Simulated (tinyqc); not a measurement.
# From one set of inputs to another, one input at a time

Model: current of a Schottky diode by thermionic-emission-diffusion theory, and its read-back from I-V-T and C-V data. Computed by tinyqc, a small Python program. Command: `OMP_NUM_THREADS=1 python tinyqc.py 3031008 3031009 out.jsonl schottky ladder`. One thread of a shared host (Intel(R) Xeon(R) Processor @ 2.30GHz), about 0.01 s of CPU time with the checks.

Full ionisation, no tunnelling, no recombination current. V is the voltage across the junction itself, forward positive.

The inputs printed are set A. Set A is modelled on n-type amorphous oxide; the values taken over come from a set modelled on n-type silicon. Inputs not listed in the table keep their values of set A, so the rows need not describe a real material.

Inputs (values chosen for the exercise, modelled on n-type amorphous oxide):
```
quantity,value,unit
Richardson constant A*,40,A/(cm^2 K^2)
"effective density of states at 300 K, N_c",5.2e+18,1/cm^3
permittivity eps,10,-
mobility mu,8.9,cm^2/(V s)
barrier without image force phi_0 (mean),0.773,eV
doping N,2.6e+16,1/cm^3
junction voltage V,0.36,V
temperature T,200,K
standard deviation sigma,96,meV
"relative change of sigma^2 with bias, rho",0.44,1/V
```

Barrier: Gaussian spread of heights.

Constants: k_B = 8.617333262e-05 eV/K; e = 1.602176634e-19 C; eps_0 = 8.8541878128e-12 F/m.

Method:
- N_c(T) = N_c (T/300 K)^(3/2); V_bi = phi_0 - (k_B T/e) ln(N_c(T)/N); surface field F = sqrt(2 e N (V_bi - V - k_B T/e)/(eps eps_0)); image lowering d_phi = sqrt(e F/(4 pi eps eps_0)); effective barrier phi = phi_0 - d_phi - sigma^2 (1 - rho V)/(2 k_B T).
- Collection velocity v_R = A* T^2/(e N_c(T)); diffusion velocity v_D = mu F; J = e N_c(T) v_R/(1 + v_R/v_D) exp(-phi/k_B T) [exp(e V/k_B T) - 1].
- Ideality n = (e/k_B T)/(d ln J/dV) by a central difference of +/- 1 mV; J_0 = J exp(-e V/(n k_B T)); apparent barrier phi_IV = k_B T ln(A* T^2/J_0); a C-V plot gives phi_CV = phi_0, the mean without lowering.

Each row keeps all changes above it:
```
input moved,from,to,ideality factor n,apparent barrier phi_IV (eV),image lowering (meV)
set A,-,-,1.1961,0.49741,27.998
mobility mu (cm^2/(V s)),8.9,1000,1.1649,0.47012,27.998
Richardson constant A* (A/(cm^2 K^2)),40,113,1.1684,0.47101,27.998
standard deviation sigma (meV),96,39,1.0481,0.69425,27.998
permittivity eps,10,11.7,1.0457,0.69836,24.888
temperature T (K),200,300,1.0498,0.71388,23.496
barrier without image force phi_0 (mean) (eV),0.773,0.738,1.0558,0.67824,22.627
junction voltage V (V),0.36,0.32,1.0491,0.68030,23.612
```

Where does the difference come from?

Ideality factor n goes from 1.20 to 1.05, a factor 0.877 in all. The largest single move comes from standard deviation sigma (a factor 0.897). Apparent barrier phi_IV goes from 0.497 to 0.680, a factor 1.37 in all. The largest single move comes from standard deviation sigma (a factor 1.47), and mobility mu works against it (a factor 0.945). Image lowering goes from 28.0 to 23.6, a factor 0.843 in all. The largest single move comes from permittivity eps (a factor 0.889), and junction voltage V works against it (a factor 1.04). The single moves hold for this order of the switches; the total does not depend on the order.

Caution (rows set A, mobility mu, Richardson constant A*): the current comes from the far low tail of the Gaussian, where pinch-off of small patches makes the formula unreliable.

Extremes, crossings and ranges named in words are read from the listed rows.
